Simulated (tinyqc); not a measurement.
The mobility curve: inversion-layer mobility, back-scattering and ballistic limit of a field-effect transistor. Computed by tinyqc, a small Python program. Command: `OMP_NUM_THREADS=1 python tinyqc.py 3025627 3025628 out.jsonl mos walk`. One thread of a shared host (Intel(R) Xeon(R) Processor @ 2.30GHz), about 0.01 s of CPU time with the checks.

The charge at the top of the source barrier is fixed by the gate; series resistance and short-channel effects are left out. F_j are Fermi integrals normalised to exp(eta) in the classical limit.

Inputs (values chosen for the exercise, modelled on a 4H-SiC n-channel): weight w of the inversion charge = 0.5; permittivity eps = 9.7; phonon mobility at 1 MV/cm and 300 K, mu_ph = 82 cm^2/(V s); roughness mobility at 1 MV/cm, mu_sr = 61 cm^2/(V s); Coulomb mobility at N_inv = 1e12/cm^2, mu_C = 40 cm^2/(V s); electrical oxide thickness t_inv = 1.6 nm; depletion charge N_dep = 1.5e+11 1/cm^2; temperature T = 300 K.

Statistics at the top of the barrier: non-degenerate.

Constants: eps_0 = 8.8541878128e-12 F/m; e = 1.602176634e-19 C.

Method. N_inv = 3.9 eps_0 (V_G - V_T)/(e t_inv); effective field E_eff = e (N_dep + w N_inv)/(eps eps_0). mu_phonon = mu_ph (E_eff/1 MV/cm)^(-0.3) (T/300 K)^(-1.75); mu_rough = mu_sr (E_eff/1 MV/cm)^(-2); mu_Coulomb = mu_C (N_inv/1e12 cm^-2) (T/300 K); Matthiessen's rule adds 1/mu.

Mobilities (cm^2/(V s)):
```
V_G - V_T (V)  N_inv (1/cm^2)  E_eff (MV/cm)  phonon   roughness  Coulomb   total
0.03               4.0411e+11         0.0657  185.61  1.4142e+04    16.16  14.854
0.06               8.0823e+11         0.1034  161.99  5.7089e+03    32.33  26.824
0.12               1.6165e+12         0.1788  137.45  1.9090e+03    64.66  42.983
0.20               2.6941e+12         0.2793  120.23  7.8213e+02   107.76  52.978
0.35               4.7147e+12         0.4677  102.99  2.7882e+02   188.59  53.768
0.50               6.7352e+12         0.6562   93.05  1.4166e+02   269.41  46.472
0.75               1.0103e+13         0.9703   82.74  6.4790e+01   404.11  33.339
1.00               1.3470e+13         1.2844   76.07  3.6975e+01   538.82  23.783
1.50               2.0206e+13         1.9126   67.50  1.6675e+01   808.23  13.154
```

The lowest part is Coulomb from 0.0300 to 0.200, phonon from 0.350 to 0.500, roughness from 0.750 to 1.50 V. The total peaks at 54 near E_eff = 0.47 MV/cm: screening lifts it at low density and the field presses it down at high density.

Extremes, crossings and ranges named in words are read from the listed rows.
